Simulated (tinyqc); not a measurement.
Inside a calculation. Model: rapid thermal processing of a wafer: radiative balance, ramp and cooling, pattern effects, pyrometer error and spike budget. Computed by tinyqc, a small Python program that keeps every step. Command: `OMP_NUM_THREADS=1 python tinyqc.py 3113887 3113888 out.jsonl rtp walk`. One thread of a shared host (Intel(R) Xeon(R) Processor @ 2.30GHz), about 0.04 s of CPU time with the checks. Intermediate numbers are printed to about 6 digits and carried at full precision; extremes and crossings named in words are read from the listed rows.

The wafer is opaque and uniform through its thickness unless said otherwise; temperatures in formulas are in kelvin (C + 273.15). sigma = 5.670374419e-12 W/(cm^2 K^4).

Inputs (values chosen for the exercise, modelled on a hot silicon wafer):

| quantity | value | unit |
|---|---|---|
| wafer thickness d | 525 | micrometre |
| heat capacity per volume C | 2.07 | J/(cm^3 K) |
| thermal conductivity k | 0.22 | W/(cm K) |
| emissivity eps of each face | 0.64 | - |
| reflectivity of the chamber walls r | 0.079 | - |
| gas heat-transfer coefficient h, both faces together | 0.84 | mW/(cm^2 K) |
| wall temperature T_w | 700 | K |
| process temperature | 977 | C |
| starting temperature | 550 | C |
| ramp rate | 190 | K/s |
| relative change of absorptivity over a pattern | 2.1 | % |
| period of the pattern | 0.65 | mm |
| pyrometer wavelength | 4.5 | micrometre |
| error of the assumed emissivity | 1.2 | % |
| activation energy of the process E_a | 1.24 | eV |

Constants: k_B = 8.617333262e-05 eV/K; h = 6.62607015e-34 J s; c = 299792458 m/s; k_B = 1.380649e-23 J/K.

## Power to hold and to ramp

Effective emissivity between parallel grey plates: eps_eff = 1/(1/eps + 1/(1 - r) - 1). Loss per area q(T) = 2 eps_eff sigma (T^4 - T_w^4) + h (T - T_w). Absorbed power during a ramp = q(T) + C d x ramp rate; thermal time constant tau = C d/(dq/dT), dq/dT = 8 eps_eff sigma T^3 + h; natural cooling rate q/(C d); front-to-back difference under one-sided heating at the end of the ramp = (absorbed power) d/(2 k).

eps_eff = 0.606694

holding power q = 15.6160 W/cm^2

power at the end of the ramp = 36.2642 W/cm^2

dq/dT = 54.6122 mW/(cm^2 K)

time constant tau = 1.98994 s

natural cooling rate = 143.694 K/s

front-to-back difference = 4.32698 K

Radiation carries 97 % of the loss. The ramp needs 2.3 times the holding power.

## Cooling curve

Cooling with the lamps off: C d dT/dt = -q(T), integrated adaptively (relative tolerance 1e-10).

Lamps off at t = 0:

| t (s) | T (C) | cooling rate (K/s) |
|---|---|---|
| 0.2 | 949.629 | 130.378 |
| 0.4 | 924.720 | 119.000 |
| 0.8 | 880.963 | 100.634 |
| 1.4 | 826.949 | 80.619 |
| 2.0 | 783.082 | 66.351 |
| 3.0 | 725.474 | 50.071 |
| 5.0 | 645.883 | 31.657 |
| 8.0 | 573.304 | 18.432 |

The rate falls from 144 K/s at t = 0 to 18.4 K/s in the last row.

## Thermal budget of a spike

Spike anneal: linear ramp to the peak, then lamps off. Equivalent time at the peak = int exp(-(E_a/k_B)(1/T - 1/T_peak)) dt; estimate (k_B T^2/E_a)(1/ramp rate + 1/cooling rate). The ramp part uses 4000 trapezoid steps, the cooling part 4000 steps over 4 tau. Time within 50 K of the peak from the same curves.

equivalent time, ramp = 0.491250 s

equivalent time, cooling = 0.942474 s

equivalent time, total = 1.43372 s

estimate = 1.32749 s

time within 50 K of the peak = 0.644078 s

Cooling supplies 66 % of the budget.

## What a faster ramp buys

The formulas are those given above.

Against the ramp rate:

| ramp (K/s) | ramp part (s) | cooling part (s) | total (s) | power at the peak (W/cm^2) |
|---|---|---|---|---|
| 10 | 9.33376 | 0.942474 | 10.2762 | 16.703 |
| 25 | 3.73350 | 0.942474 | 4.6760 | 18.333 |
| 50 | 1.86675 | 0.942474 | 2.8092 | 21.050 |
| 100 | 0.93338 | 0.942474 | 1.8758 | 26.483 |
| 250 | 0.37335 | 0.942474 | 1.3158 | 42.785 |
| 500 | 0.18668 | 0.942474 | 1.1291 | 69.953 |
| 1000 | 0.09334 | 0.942474 | 1.0358 | 124.291 |

From 10 to 100 K/s the total falls by a factor 5.5, from 100 to 1000 K/s by 1.81: the cooling part, 0.942 s, is a floor, and the natural cooling rate here is 144 K/s.

## Pattern effect

At steady state a sinusoidal change of absorbed power of relative amplitude a and period p gives the temperature amplitude a q/(dq/dT + k d (2 pi/p)^2); healing length l = sqrt(k d/(dq/dT)); process change = E_a dT/(k_B T^2). Emissivity is taken as unchanged.

healing length l = 4.59882 mm

amplitude without lateral conduction = 6.00480 K

amplitude = 0.00303706 K

change of the process rate = 0.00279627 %

Lateral conduction cuts the amplitude to 0.051 %, since p/(2 pi l) = 0.022.

## Pyrometer error

Signal proportional to eps/(exp(c2/(lambda T)) - 1), c2 = h c/k_B. If the assumed emissivity is too high by the given error, the reading T' solves (1 + error)/(exp(c2/(lambda T')) - 1) = 1/(exp(c2/(lambda T)) - 1). Wien estimate: T' - T = -lambda T^2 ln(1 + error)/c2. Process rates go as exp(-E_a/(k_B T)).

c2 = 14387.8 micrometre K

c2/(lambda T) = 2.55752

reading less true temperature = -5.35839 K

Wien estimate = -5.83085 K

rate at T over rate at T', less 1 = 5.07958 %

Caution: below about 600 C lightly doped silicon is partly transparent at this wavelength, so its emissivity is not yet the hot value early in the ramp.

Checks made by the program: cooling time against quadrature of C d dT/q (relative difference 5e-08).
